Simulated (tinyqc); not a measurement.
## Conductivities from two wire lengths

Inverse problem. A wire with uniform heating p0 per length and ends at the substrate temperature has theta(L/2) = (p0/g)[1 - 1/cosh(L/(2 LH))], LH = sqrt(kap A/g). Find LH, g and kap.

Parameters, values chosen for the exercise: cross-section A = 57 nm^2; heating per length p0 = 0.058 uW/nm.

theta at the middle for L = 88 and 176 nm (K): [46.272484, 96.655456]

Answer. With c = cosh(L1/(2 LH)) the longer wire has 2 c^2 - 1. The ratio of the two rises falls steadily from 4 to 1 as c grows, so it fixes c; g and kap follow.

LH = 44.08 nm
g = 0.4400 W/(m K)
kap = 15.00 W/(m K)

tinyqc, about 0.01 s, one thread, Intel Xeon 2.30GHz (shared host): `OMP_NUM_THREADS=1 python tinyqc.py 2520003 2520004 out.jsonl`
